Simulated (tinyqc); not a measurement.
Inside a calculation. Method: plane-wave Kohn-Sham cycle with exchange-only LDA in a layered model solid. One step of it, computed by the program tinyqc.

Task: Iteration 2: levels at that k. Diagonalise the Hermitian matrix.

H (hartree), lower triangle:
```
           -2         -1         +0         +1        +2
-2   0.413654
-1  -0.363477  -0.088221
+0   0.000020  -0.363477  -0.225096
+1   0.000288   0.000020  -0.363477   0.003029
+2   0.000155   0.000288   0.000020  -0.363477  0.596155
```

Give: eigenvalues.

Result:

eigenvalues (hartree): -0.7064  -0.2264  0.1882  0.6398  0.8043
